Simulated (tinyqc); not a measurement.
Interdiffusion in a binary couple: Darken equations, Kirkendall shift and Boltzmann-Matano analysis: one step, computed by the program tinyqc. Command: `OMP_NUM_THREADS=1 python tinyqc.py 3008152 3008153 out.jsonl darken walk`. One thread of a shared host (Intel(R) Xeon(R) Processor @ 2.30GHz), about 0.01 s of CPU time with the checks.

x is the mole fraction of B; the molar volume is constant, and the two halves are long enough to count as infinite.

Problem. Diffusivities at one composition. D*_i(x) = D*_i(0) exp(k x); thermodynamic factor Phi = 1 - 2 W x (1 - x)/(k_B T); intrinsic D_i = D*_i Phi; interdiffusion D~ = x D_A + (1 - x) D_B.

Inputs (values chosen for the exercise, for a model alloy A-B): tracer diffusivity D*_A(0) = 5.6e-14 m^2/s; tracer diffusivity D*_B(0) = 1e-13 m^2/s; slope k of ln D* with x = -2.2; regular-solution parameter W = 0.11 eV; temperature T = 1060 K; composition x for the local step = 0.48.

Vacancy-wind correction: none.

Constants: k_B = 8.617333262e-05 eV/K.

Give: thermodynamic factor Phi; intrinsic D_A; intrinsic D_B; interdiffusion coefficient D~ at the local x.

Solution.

thermodynamic factor Phi = 0.39884

intrinsic D_A = 7.7692e-15 m^2/s

intrinsic D_B = 1.3874e-14 m^2/s

interdiffusion coefficient D~ at the local x = 1.0943e-14 m^2/s

A positive W (tendency to separate) slows mixing: Phi is below 1.
